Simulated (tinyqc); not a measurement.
Off-state leakage of single and stacked transistors: two steps of the calculation.

n-channel devices of unit width. Subthreshold current I(Vg, Vs, Vd) = I0 (T/300 K)^0.5 exp[(Vg - Vs - VT(T) - gb (Vs - Vb) + dd (Vd - Vs))/(nf Vt)] (1 - exp(-(Vd - Vs)/Vt)), VT(T) = VT - cT (T - 300 K). Gate-edge tunnelling Ig (Vd/1 V) exp(ag (Vd - 1 V)), for a gate at 0 V, and band-to-band leakage Ab u exp(-Bb/u), u = Vd - Vb + 1 V, flow at a drain held at V; both are taken as independent of T. In a stack of off transistors (all gates at 0 V) the same subthreshold current passes through each.

Values chosen for this exercise; values of the order met in bulk silicon logic transistors:
```
symbol,value,unit,meaning
T,300,K,temperature
V,1,V,supply voltage
VT,0.49,V,"threshold at 300 K, zero drain and body bias"
cT,0.9,mV/K,fall of the threshold with temperature
I0,0.11,uA/um,current at threshold at 300 K
nf,1.28,,slope factor
dd,0.06,,drain-induced lowering per volt
gb,0.16,,rise of the threshold per volt of source-body bias
Ig,2e-6,uA/um,gate-edge tunnelling current at 1 V
ag,5.7,1/V,exponential slope of the gate current
Ab,100,uA/(um V),prefactor of band-to-band leakage at the drain
Bb,27,V,its exponential voltage
Vb,-0.6,V,body voltage
```

Constants: q = 1.602176634e-19 C, kB = 1.380649e-23 J/K, Vt = kB T/q. Results are converted to the units shown.

Problem 1. Leakage of one transistor. Vg = Vs = 0, Vd = V; effective threshold VT(T) - gb Vb - dd V.

Wanted: effective threshold; parts; total; shares.

Solution 1.

effective threshold = 0.52600 V
parts (nA/um): subthreshold 1.3739e-5, gate edge 0.0020000, band-to-band 8.0351
total = 8.0371 nA/um
shares (%): subthreshold 1.7094e-4, gate edge 0.024885, band-to-band 99.975

The band-to-band part is the largest.

Problem 2. New Vx. Stack of two, Vx the node between them: I_low = I(0, 0, Vx), I_up = I(0, Vx, V), f = ln(I_up/I_low), f' = -(1 + gb + 2 dd)/(nf Vt) - 1/(Vt (exp(Vx/Vt) - 1)) - 1/(Vt (exp((V - Vx)/Vt) - 1)), Vx(new) = Vx - f/f'.

Vx after iteration 1 = 0.050731431 V

Wanted: I_low; I_up; f; f'; Vx after iteration 2.

Solution 2.

I_low = 2.1119e-6 nA/um
I_up = 2.1166e-6 nA/um
f = 0.0022586
f' = -45.006 1/V
Vx after iteration 2 = 0.050782 V

Computed by the program tinyqc: `OMP_NUM_THREADS=1 python tinyqc.py 2242129 2242130 out.jsonl`, one thread of a shared Intel Xeon 2.30GHz, about 0.04 s for the whole run.
